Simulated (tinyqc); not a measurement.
## Line constants from open and short measurements

Question. A uniform line of length len, under a quarter wavelength, has Z_open = Zc coth(gamma len) and Z_short = Zc tanh(gamma len); gamma Zc = r + i w l and gamma/Zc = g + i w c, w = 2 pi f. Find r, l and c.

Inputs (values chosen for the exercise): length len = 5.6 mm; frequency f = 3.8 GHz.

Zin with the far end open = 2.068225-51.285316i ohm
Zin with the far end shorted = 3.642661+48.633624i ohm

Answer. The product of the two impedances is Zc^2 and their ratio tanh^2(gamma len); the principal branch holds below a quarter wavelength.

r = 0.376 ohm/mm
l = 0.289 nH/mm
c = 116 pF/m

tinyqc, about 0.01 s, one thread, Intel Xeon 2.30GHz (shared host): `OMP_NUM_THREADS=1 python tinyqc.py 2810231 2810232 out.jsonl`
